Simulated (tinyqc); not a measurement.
# Energy and delay of logic against supply voltage: energy and delay against supply voltage

One expression serves below and above threshold: I(Vg) = Ik [ln(1 + exp((Vg - VT + dd V)/(al nf Vt)))]^al, with I_on = I(V) and I_off = I(0). Gate delay td = kd C V/I_on, clock period LD td. Per gate and cycle the switching energy is act C V^2 and the leakage energy I_off V LD td. No short-circuit current, no variation. Minima are sought above 0.09 V; below a few Vt gates no longer switch and the model has no meaning.

EDP = energy times td.

Inputs (values chosen for the exercise); values of the order met in logic technologies: temperature T = 300 K; threshold voltage at zero drain bias VT = 0.19 V; slope factor nf = 1.24; barrier lowering per volt of supply dd = 0.1; specific current of a gate Ik = 0.78 uA; exponent of the current law al = 1.48; load capacitance of a gate C = 0.84 fF; delay factor kd = 0.7; logic depth LD = 20; activity factor act = 0.05.

Constants: q = 1.602176634e-19 C, kB = 1.380649e-23 J/K, Vt = kB T/q. Results are converted to the units shown.

Results:
```
V (V)  I_on (uA)  I_off (nA)  td (ps)  switching (aJ)  leakage (aJ)  energy (aJ)  EDP (fJ ps)
0.15      0.2503       3.260    352.3          0.9450         3.446        4.391        1.547
0.27       2.771       4.716    57.29           3.062         1.459        4.521       0.2590
0.38       7.983       6.607    27.99           6.065         1.405        7.470       0.2091
0.5        15.66       9.527    18.78           10.50         1.789        12.29       0.2307
0.62       24.86       13.71    14.67           16.14         2.493        18.64       0.2733
0.73       34.42       19.08    12.47           22.38         3.474        25.86       0.3225
0.97       58.48       38.85    9.753           39.52         7.350        46.87       0.4571
1.08       70.81       53.45    8.969           48.99         10.35        59.34       0.5322
1.2        85.10       75.24    8.292           60.48         14.97        75.45       0.6256
```

Estimate the missing row, V = 0.85 V.

Computed row:
```
V (V)  I_on (uA)  I_off (nA)  td (ps)  switching (aJ)  leakage (aJ)  energy (aJ)  EDP (fJ ps)
0.85       45.93       27.29    10.88           30.34         5.047        35.39       0.3851
```

With this row back in the table: td falls from 352 to 8.29 ps; the energy rises from 4.39 to 75.5 aJ and the EDP goes from 1.55 through a minimum of 0.209 (at V = 0.38 V among the rows listed) to 0.626 fJ ps. The exact minima lie at V = 0.201 V for the energy and 0.377 V for the EDP. Going from 1.2 V to the energy minimum saves a factor of 19.9 in energy and costs a factor of 16.5 in delay. Below the minimum the leakage energy rises faster than the switching energy falls, because the clock period grows so steeply.

tinyqc, about 0.01 s, one thread, Intel Xeon 2.30GHz (shared host): `OMP_NUM_THREADS=1 python tinyqc.py 2082162 2082163 out.jsonl`
